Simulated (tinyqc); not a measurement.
Interband optics of a two-band s-p chain from momentum matrix elements, step by step. Values are carried at full precision from step to step, so a last printed digit may differ when a step is redone from the rounded ones.

H(k) = [[Es - 2 ts cos ka, 2i V sin ka], [-2i V sin ka, Ep_ + 2 tp cos ka]] in the basis s, p; the lower band is full, with two electrons a cell. The velocity operator times hbar is W = dH/dk (eV angstrom); intra-atomic dipoles are left out.

Constants: hbar^2/2m0 = 3.80998211 eV angstrom^2; e^2/(4 pi eps0) = 14.39964547 eV angstrom.

Parameters, chosen for this exercise:
```
symbol  value  unit        meaning
a       3.97   angstrom    period
Es      1.8    eV          upper orbital (s)
Ep_     -1.99  eV          lower orbital (p)
ts      0.51   eV          s-s hopping
tp      0.53   eV          p-p hopping
V       0.82   eV          s-p hopping
k       0.26   2 pi/a      wave vector
N       6                  k points
Ar      13.8   angstrom^2  cross-section per chain
eta     0.2    eV          Lorentzian half width
E       0.83   eV          photon energy
```

## Hamiltonian and velocity at one k

Form H and W = dH/dk.

H (eV):
```
          s        p
s    1.8640  1.6368i
p  -1.6368i  -2.0566
```

W (eV angstrom):
```
         s         p
s   4.0414  -0.4088i
p  0.4088i   -4.1999
```

## Matrix element between the bands

Diagonalise H, transform W, and form w = |W_cv|^2, the Kane-type energy w/c and the oscillator strength f = w/(c D), c = hbar^2/2m0, D = Ec - Ev.

Ev, Ec (eV): -2.6500  2.4575

weights:
```
        v       c
s  0.1162  0.8838
p  0.8838  0.1162
```

slopes dEv/dk, dEc/dk (eV angstrom): -2.980  2.822

w = 8.731 eV^2 angstrom^2
w/c = 2.292 eV
f = 0.449

## Transitions on the mesh

At each k_j = (j + 1/2)/N (2 pi/a) up to the zone edge give D = Ec - Ev, w = |<c|W|v>|^2 and f = w/(c D), c = hbar^2/2m0; the other half of the zone repeats the values.

Transitions:
```
k (2 pi/a)  D (eV)  w (eV^2 angstrom^2)      f
0.0833      2.5777                9.221  0.939
0.2500      5.0122                7.300  0.382
0.4167      5.8269               35.899  1.617
```

D runs from 2.578 to 5.827 eV on the mesh; f is largest at k = 0.4167.

## Dielectric function from the table

With w(k) = |<c|W|v>|^2 and D(k) = Ec - Ev, on the mesh k_j = (j + 1/2)/N (2 pi/a): eps(E) = 1 + (8 pi e2/(a Ar)) mean_j (w/D^2) [1/(D - E - i eta) + 1/(D + E + i eta)], e2 = e^2/(4 pi eps0); light polarised along the chains, no local fields.

Take the mean over the rows. Also eps(0) at eta = 0, and the effective electrons per cell n_eff = 2 mean(f).

eps(E) = 4.696+0.157i
eps(0) = 4.425
n_eff = 1.959

On a mesh of 2000 points the values are 13.235+1.369i, 11.222 and 2.641. n_eff need not equal the 2 electrons of the cell: a two-orbital basis with chosen hoppings does not obey the sum rule of free electrons.

## Checks

- Curvature of the lower band against <v|d2H/dk2|v> - 2 w/D (eV angstrom^2): both 13.92.
- Zone mean of 2 w/D against the zone mean of <v|d2H/dk2|v>, the f-sum rule of a full band (eV angstrom^2): both 10.060.

(tinyqc, `OMP_NUM_THREADS=1 python tinyqc.py 1651497 1651498 out.jsonl`, Intel(R) Xeon(R) Processor @ 2.30GHz, 1 thread, shared host, about 0.01 s.)
